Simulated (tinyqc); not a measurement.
# Input admittance of a MOSFET at zero drain bias: distributed channel and distributed gate: effects of single changes

Source and drain grounded, strong inversion, w = 2 pi f, Cox = eps0 eox/tox. The channel is an RC line of resistance 1/(mu Cox Vo) per square fed from both ends, so one finger has the intrinsic admittance y = i w Cox L tanh(g)/g per width, g = (1/2) sqrt(i w tau), tau = L^2/(mu Vo). The vertical resistance rv/L is in series with y, the overlaps 2 i w Cov in parallel: y_t = 1/(1/y + rv/L) + 2 i w Cov. The gate strip is a line of Rsh/L per length loaded by y_t, so a finger has Y = y_t Wf tanh(k)/k, k = (Wf/sd) sqrt(y_t Rsh/L); the device has Nf Y.

Parameters, values chosen for the exercise; values of the order met in silicon radio-frequency transistors:
- eox = 7.53 (relative permittivity of the gate insulator (close to silicon nitride))
- tox = 6.6 nm (insulator thickness)
- L = 0.11 um (channel length)
- Wf = 6.9 um (finger width)
- Nf = 8 (number of fingers)
- mu = 430 cm^2/(V s) (channel mobility)
- Vo = 0.69 V (gate overdrive)
- Rsh = 34 ohm/square (sheet resistance of the gate)
- rv = 5.6 ohm um^2 (vertical resistivity of the gate stack)
- sd = 2 (number of ends at which a finger is contacted)
- Cov = 0.34 fF/um (overlap and fringe capacitance on each side)
- f = 2.8 GHz (frequency)

Constants: eps0 = 8.8541878128e-14 F/cm where lengths are in cm. Results are converted to the units shown.

Each table varies one quantity; the others keep the values above.

## Input impedance against frequency

Low-frequency limits, with c = Cox L and ct = c + 2 Cov: R_strip = Rsh Wf/(3 sd^2 L Nf), R_ch = (c/ct)^2 L/(12 mu Cox Vo Wf Nf), R_vert = (c/ct)^2 rv/(L Wf Nf), C = ct Wf Nf. Z = 1/(Nf Y) = R + 1/(i w C), Q = |Im Z|/R, far-point signal |1/cosh k|.

The same in every row: low-frequency R (ohm) = 22.78.

Results:
```
f (GHz)     w tau      |k|  R (ohm)  C (fF)      Q  signal at the far point
0.03     7.687e-5  0.03524    22.78   98.87   2355                    1.000
0.08     2.050e-4  0.05755    22.78   98.87  883.1                    1.000
0.6      0.001537   0.1576    22.78   98.87  117.8                   0.9999
2        0.005125   0.2878    22.78   98.86  35.33                   0.9994
4         0.01025   0.4070    22.78   98.81  17.68                   0.9976
10        0.02562   0.6435    22.76   98.50  7.100                   0.9853
30        0.07687    1.114    22.55   95.64  2.460                   0.8867
80         0.2050    1.819    21.29   81.20  1.151                   0.5771
```

Estimate the missing row, f = 0.2 GHz.

Computed row:
```
f (GHz)     w tau      |k|  R (ohm)  C (fF)      Q  signal at the far point
0.2      5.125e-4  0.09100    22.78   98.87  353.2                    1.000
```

With this row back in the table: R falls from 22.8 to 21.3 ohm and C falls from 98.9 to 81.2 fF. Q goes as f^(-1.00) between the first two rows and f^(-0.77) between the last two, where w tau = 0.205 and |k| = 1.82. The low-frequency limits hold both R and C within 5 % up to f = 30 GHz among the rows.

## Effect of the channel length

Same model as above.

Result of one run:
```
L (um)    w tau     |k|  R (ohm)  low-frequency R (ohm)  C (fF)      Q  signal at the far point
0.22    0.02870  0.3065    12.03                  12.03   160.2  29.50                   0.9991
```

What becomes of these results when the channel length L is changed from 0.22 to 0.058 um, all else the same?

Result of the changed run:
```
L (um)     w tau     |k|  R (ohm)  low-frequency R (ohm)  C (fF)      Q  signal at the far point
0.058   0.001995  0.3942    42.56                  42.57   69.84  19.12                   0.9980
```

The whole series:
```
L (um)     w tau     |k|  R (ohm)  low-frequency R (ohm)  C (fF)      Q  signal at the far point
0.03    5.337e-4  0.4830    81.77                  81.79   54.20  12.83                   0.9955
0.058   0.001995  0.3942    42.56                  42.57   69.84  19.12                   0.9980
0.11    0.007175  0.3405    22.78                  22.78   98.84  25.24                   0.9988
0.22     0.02870  0.3065    12.03                  12.03   160.2  29.50                   0.9991
0.42      0.1046  0.2889    7.569                  7.569   271.7  27.64                   0.9991
0.8       0.3795  0.2791    6.590                  6.591   483.4  17.84                   0.9983
1.6        1.518  0.2723    8.997                  9.007   926.2  6.821                   0.9951
3          5.337  0.2554    15.11                  15.30    1641  2.292                   0.9874
```

As L goes from 0.03 to 3, R goes from 81.8 through a minimum of 6.59 (at L = 0.8 among the rows listed) to 15.1 ohm, C rises from 54.2 to 1640 fF and Q goes from 12.8 through a maximum of 29.5 (at L = 0.22 among the rows listed) to 2.29. R_strip falls as 1/L while R_ch grows with L, which gives the minimum of R.

Computed by the program tinyqc: `OMP_NUM_THREADS=1 python tinyqc.py 2262057 2262058 out.jsonl`, one thread of a shared Intel Xeon 2.30GHz, about 0.01 s for the whole run.
